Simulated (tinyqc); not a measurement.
Rutherford backscattering from a thin compound film on silicon: kinematics, yields, composition and thickness: one step, computed by the program tinyqc.

Singly charged helium ions (Z1 = 2, M1 = 4.0026 u) enter at the tilt angle a1 to the normal and leave at a2 = |180 - theta - tilt| in the same plane. The film is A B_x.

Question. Yields. Rutherford cross section in the laboratory frame: sigma = (Z1 Z e^2/(4 pi eps_0 4E))^2 (4/sin^4 theta) (r + cos theta)^2/r, r = sqrt(1 - (M1 sin theta/M)^2), times the screening factor 1 - 0.049 Z1 Z^(4/3)/E (E in keV); 1 angstrom^2 = 1e8 barn. Counts = (charge/e) x solid angle x sigma(E_mean) x areal density of the element/cos a1, E_mean = E0 - half the energy lost on the way in; 1 barn = 1e-24 cm^2. The ratio of areas returns x = (Y_B/Y_A)(sigma_A/sigma_B), with the counting error sqrt(1/Y_A + 1/Y_B).

Inputs (values chosen for the exercise, modelled on a helium beam on TaN):
```
quantity                     value          unit
beam energy E0                 1.9           MeV
scattering angle theta         150       degrees
tilt of the sample               0       degrees
heavy element: Z_A              73             -
heavy element: mass M_A      180.9             u
light element: Z_B               7             -
light element: mass M_B         14             u
atoms of B per atom of A, x  0.868             -
collected charge                16  microcoulomb
detector solid angle           3.3           msr
```

energy lost on the way in = 42.04933 keV

areal density N d = 535.72 1e15 atoms/cm^2

Constants: e^2/(4 pi eps_0) = 14.39964548 eV angstrom; e = 1.602176634e-19 C.

Give: cross sections; counts; ratio of areas Y_B/Y_A; counting error of x without background.

Answer.

cross sections (barn/sr): A 8.838, B 0.071

counts: A 8.353e+05, B 5.836e+03

ratio of areas Y_B/Y_A = 0.006987

counting error of x without background = 1.314 %

The cross sections differ by 124.2, near (Z_A/Z_B)^2 = 108.8. The signal of B lies below the silicon edge, on the substrate background, so its real error is larger unless the substrate is channelled.
